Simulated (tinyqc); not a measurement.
One mass for the acceptor? Model: shallow acceptor in the spherical model (Baldereschi-Lipari), strong spin-orbit limit. Computed by tinyqc, a small Python program. Command: `OMP_NUM_THREADS=1 python tinyqc.py 3009703 3009704 out.jsonl acceptor walk`. One thread of a shared host (Intel(R) Xeon(R) Processor @ 2.30GHz), about 0.01 s of CPU time with the checks.

The 1S(3/2) state has an s envelope f(r) and a d envelope g(r). In effective units they obey -(f'' + 2f'/r + 2f/r) + mu (g'' + 5g'/r + 3g/r^2) = E f and -(g'' + 2g'/r - 6g/r^2 + 2g/r) + mu (f'' - f'/r) = E g. The cubic term, the split-off band and the central cell are left out.

Inputs (values chosen for the exercise, for a model semiconductor):
```
quantity                 value  unit
Luttinger gamma_1         12.8     -
Luttinger gamma_2        0.965     -
Luttinger gamma_3         2.31     -
dielectric constant eps   10.7     -
```

Constants: Ry = 13.605693123 eV; a_0 = 0.529177210903 angstrom.

Method:
- Ry* = Ry/(gamma_1 eps^2), a* = a_0 eps gamma_1, mu = (6 gamma_3 + 4 gamma_2)/(5 gamma_1), delta = (gamma_3 - gamma_2)/gamma_1; spherical masses 1/(gamma_1 (1 - mu)) (heavy) and 1/(gamma_1 (1 + mu)) (light).
- Basis: f_i = exp(-zeta_i r), g_i = r exp(-zeta_i r), weight r^2 dr, s = zeta_i + zeta_j. S_ff = 2/s^3, H_ff = zeta_i zeta_j S_ff - 2/s^2; S_gg = 24/s^5, H_gg = 8/s^3 + 24 zeta_i zeta_j/s^5 - 12/s^4; H(f_i, g_j) = mu (6 zeta_i^2/s^4 + 2 zeta_i/s^3); S_fg = 0. Each function is normalised by sqrt(S_ii).
- Large basis: zeta_i = 0.08 x 1.55^(i-1), i = 1..20 in each channel; overlap eigenvalues below 1e-11 are dropped.
- Binding energies are -E Ry*; the mass that fits is E(1S) eps^2/Ry.
- Hydrogenic binding Ry m/eps^2; the density-of-states mass is (m_H^(3/2) + m_L^(3/2))^(2/3); errors are against the large basis.

light-hole mass = 0.0611845 m_0

heavy-hole mass = 0.108038 m_0

1S(3/2) binding energy = 9.97614 meV

1S binding energy:
```
mass                     value (m_0)  binding (meV)  error (%)
light hole                   0.06118          7.271    -27.116
1/gamma_1                    0.07812          9.284     -6.936
mean of heavy and light      0.08461         10.055      0.790
heavy hole                   0.10804         12.839     28.697
density of states            0.13689         16.267     63.061
```

What does the comparison show, and why?

The coupled result, 9.98 meV, lies between the 1/gamma_1 value (no coupling) and the heavy-hole value; the closest single rule here is "mean of heavy and light", off by +0.8 %.
